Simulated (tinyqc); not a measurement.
MOS inversion layer, Poisson-Schroedinger loop: one step of the calculation.

Electrons confined at an insulator interface at z = 0, treated as a hard wall; parabolic valleys, Hartree approximation, no image or exchange terms. The depletion charge lies far deeper than the electrons and gives a uniform field q Nd/(eps0 eps_r); the gate balances all charge. Energies are counted from the band edge at the interface.

Question. Density, output potential and mixing. n_i = sum_k N_k |psi_k|^2 (converted to cm^-3). Hartree part by Gauss: on the interval before node i the electrons still beyond are S_i = Ns - hz sum_(j<i) n_j, and U_i = U_(i-1) + q S_i hz/(eps0 eps_r) in eV, U_0 = 0 at the interface. Mixing: U(new) = U + a (U(out) - U).

Inputs (values chosen for the exercise); masses and permittivity close to those of silicon (100): relative permittivity eps_r = 11.8; sheet density of electrons Ns = 5.7e11 cm^-2; mixing factor a = 1.

Constants: q = 1.602176634e-19 C, eps0 = 8.8541878128e-14 F/cm where lengths are in cm. Results are converted to the units shown.

```
node  z (nm)  U after round 1 (eV)  |psi|^2 of A1 (1/nm)  |psi|^2 of A2 (1/nm)  |psi|^2 of B1 (1/nm)  |psi|^2 of B2 (1/nm)
1       0.72           0.006293424            0.53569895            0.37483622            0.13128060            0.12052071
2       1.44           0.010287950            0.58099834            0.00026457            0.33079359            0.17858332
3       2.16           0.011642454            0.22022418            0.36374534            0.37738203            0.04580962
4       2.88           0.011930235            0.04536049            0.43233718            0.28292376            0.01347858
5        3.6           0.011974136            0.00600603            0.17442476            0.15850257            0.15370046
6       4.32           0.011979387            0.00055979            0.03759329            0.07074665            0.27511875
7       5.04           0.011979911            0.00003892            0.00515570            0.02614582            0.26811680
8       5.76           0.011979960            0.00000210            0.00049456            0.00821034            0.18127505
9       6.48           0.011979965            0.00000009            0.00003524            0.00223203            0.09388336
10       7.2           0.011979966            0.00000000            0.00000194            0.00053284            0.03928399
11      7.92           0.011979966            0.00000000            0.00000009            0.00011295            0.01372540
12      8.64           0.011979966            0.00000000            0.00000000            0.00002144            0.00408904
13      9.36           0.011979966            0.00000000            0.00000000            0.00000366            0.00104729
14     10.08           0.011979966            0.00000000            0.00000000            0.00000055            0.00022435
15      10.8           0.011979966            0.00000000            0.00000000            0.00000006            0.00003219
```

N_k (cm^-2): A1 5.6483231e11, A2 5.0569783e9, B1 1.1068940e8, B2 22861.838

Find: n; U(out); U after round 2.

Answer.

```
node  n (1e18 cm^-3)  U(out) (eV)  U after round 2 (eV)
1              3.045      0.00629               0.00629
2              3.282      0.01017               0.01017
3              1.263      0.01143               0.01143
4              0.278      0.01169               0.01169
5              0.043      0.01173               0.01173
6              0.005      0.01173               0.01173
7              0.001      0.01173               0.01173
8              0.000      0.01173               0.01173
9              0.000      0.01173               0.01173
10             0.000      0.01173               0.01173
11             0.000      0.01173               0.01173
12             0.000      0.01173               0.01173
13             0.000      0.01173               0.01173
14             0.000      0.01173               0.01173
15             0.000      0.01173               0.01173
```

tinyqc, about 0.6 s, one thread, Intel Xeon 2.30GHz (shared host): `OMP_NUM_THREADS=1 python tinyqc.py 2160124 2160125 out.jsonl`
